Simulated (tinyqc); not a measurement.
Comparisons within one model: optical gain and spontaneous emission in a bulk direct-gap semiconductor. A value that a table varies takes the place of the one given here.

Parabolic bands, vertical transitions, no excitons. For each hole band j: mr = me mj/(me + mj); joint density of states J_j(E) = (mr/c)^(3/2) sqrt(E - Eg)/(2 pi^2), both spins, c = hbar^2/2m0; averaged matrix element |e.p|^2 = m0 Ep/6; alpha_j(E) = 4 pi^2 alpha_f c Ep J_j/(3 nr E) in 1/angstrom (alpha_f the fine-structure constant, listed as alpha among the constants), times 1e8 for 1/cm.

F_j(eta) = (1/Gamma(j + 1)) integral_0^infinity x^j dx/(1 + exp(x - eta)), which tends to exp(eta) for eta << 0.

Quasi-Fermi levels: n = Nc F_1/2(Fc/kT) and p = Nv F_1/2(Fv/kT), Fc counted up from the conduction edge and Fv down from the valence edge; Nc, Nv from N = 2 (m kB T/(4 pi c))^(3/2) with c = hbar^2/2m0, in 1/angstrom^3; times 1e24 for 1/cm^3, with me and (mhh^(3/2) + mlh^(3/2))^(2/3).

For band j the electron sits at Ee = (E - Eg) mr/me above its edge and the hole at Eh = (E - Eg) mr/mj; fe = 1/(1 + exp((Ee - Fc)/kT)), fh = 1/(1 + exp((Eh - Fv)/kT)); gain g = sum_j alpha_j (fe + fh - 1).

Spontaneous rate: R = integral of (nr E/(hbar c))^2/(pi^2 hbar) sum_j alpha_j fe fh dE, with alpha in 1/cm and (nr E/(hbar c))^2 in 1/cm^2 (1e16 per 1/angstrom^2); B = R/(n p); lifetime n/R.

Constants: hbar^2/2m0 = 3.80998211 eV angstrom^2; fine-structure constant alpha = 0.007297352564; kB = 8.617333262e-05 eV/K; hbar = 6.58211957e-16 eV s; hbar c = 1973.269805 eV angstrom.

Parameters, chosen for this exercise (near those of GaAs; shifted at random, so the results belong to these values and not to a real crystal):
- Eg = 1.43 eV (direct gap)
- me = 0.0678 m0 (electron mass)
- mhh = 0.511 m0 (heavy-hole mass)
- mlh = 0.0791 m0 (light-hole mass)
- Ep = 25 eV (Kane energy)
- nr = 3.54 (refractive index)
- T = 300 K
- n = 2.3e+18 1/cm^3 (injected density, n = p)

## Peak gain against injection

The peak is the largest g over E; a dash marks no gain.

Gain:
```
n (1/cm^3)  Fc (eV)  Fv (eV)  peak gain (1/cm)  peak E - Eg (eV)  B (cm^3/s)
6.3e+17      0.0219  -0.0702                 -                 -    2.10e-10
1.0e+18      0.0411  -0.0579                 -                 -    1.98e-10
1.4e+18      0.0575  -0.0488                33            0.0030    1.86e-10
1.8e+18      0.0715  -0.0419               199            0.0107    1.76e-10
2.3e+18      0.0870  -0.0351               440            0.0199    1.65e-10
2.9e+18      0.1038  -0.0286               729            0.0300    1.54e-10
3.8e+18      0.1265  -0.0207              1130            0.0436    1.41e-10
5.0e+18      0.1536  -0.0125              1602            0.0592    1.27e-10
```

transparency density (Fc + Fv = 0) = 1.25e+18 1/cm^3

Gain starts at 1.25e+18 1/cm^3, where Fc = -Fv = 0.0518 eV: with Nv/Nc = 22 the electrons must be degenerate before the holes are. The slope of peak gain against n is 4.14e-16 cm^2 between the first two rows with gain and 3.93e-16 between the last two; the peak moves from 0.0030 to 0.0592 eV above the gap as the bands fill, and B falls by a factor 1.66. Line broadening and gap shrinkage are left out.

## Gain spectrum

At the density n.

Spectrum:
```
E - Eg (eV)  alpha, empty (1/cm)  fe, heavy  fh, heavy  g (1/cm)
0.005                       1875      0.961      0.201       298
0.010                       2643      0.954      0.197       386
0.020                       3712      0.936      0.190       440
0.030                       4515      0.912      0.183       395
0.045                       5473      0.862      0.173       170
0.060                       6256      0.789      0.164      -254
0.080                       7128      0.654      0.152     -1161
0.100                       7865      0.488      0.140     -2425
0.130                       8795      0.255      0.125     -4593
0.170                       9807      0.080      0.106     -7083
0.220                      10818      0.016      0.087     -9253
```

Fc + Fv = 0.0519 eV

g is positive below E - Eg = 0.0519 eV; the largest value listed is 440 1/cm at 0.020 eV. At 0.220 eV above the gap g is -0.86 times the absorption of the empty crystal, whose limit is -1.

## Transparency density and B against temperature

Eg is held fixed; B is taken at n = 1e15 1/cm^3.

Results:
```
T (K)  transparency density (1/cm^3)  Fc/kT there  B (cm^3/s)
100                         2.41e+17        2.003    1.21e-09
150                         4.43e+17        2.003    6.60e-10
200                         6.82e+17        2.003    4.31e-10
250                         9.53e+17        2.003    3.10e-10
300                         1.25e+18        2.003    2.37e-10
350                         1.58e+18        2.003    1.89e-10
400                         1.93e+18        2.003    1.55e-10
500                         2.70e+18        2.003    1.12e-10
```

Fc/kT at transparency stays at 2.003, since it depends on Nv/Nc alone, so the density goes as T^1.50. B goes as T^-1.48, against T^-1.5 for non-degenerate carriers: hot carriers spread over k and fewer pairs share a wave vector.

## What moves transparency and gain

Transparency is Fc + Fv = 0; the peak is the largest g over E at the density n (0 if none). Each row changes one parameter from the base and keeps the others.

Results:
```
case                 transparency density (1/cm^3)  Fc + Fv (eV)  peak gain (1/cm)
base                                      1.25e+18        0.0519               440
me = 0.078 m0                             1.43e+18        0.0385               379
mhh = 0.307 m0                            9.69e+17        0.0722               910
Ep = 27.5 eV                              1.25e+18        0.0519               484
T = 340 K                                 1.51e+18        0.0392               265
n = 2.99e+18 1/cm^3                       1.25e+18        0.0785               771
nr = 3.72                                 1.25e+18        0.0519               419
```

The largest shifts from the base row, up to three for each result and ties (the steps differ in size, so this ranks the rows, not the parameters). transparency density (1/cm^3): mhh -2.84e+17, T +2.59e+17, me +1.82e+17; unchanged at the printed digits by Ep, n and nr. Fc + Fv (eV): n +0.0266, mhh +0.0203, me -0.0135; unchanged at the printed digits by Ep and nr. peak gain (1/cm): mhh +469, n +330, T -176.

Computed by tinyqc, a small Python program: `OMP_NUM_THREADS=1 python tinyqc.py 1682376 1682377 out.jsonl` (the numbers bound the seed that draws the inputs); one thread of a shared host (Intel(R) Xeon(R) Processor @ 2.30GHz), about 0.1 s for the whole set of steps.
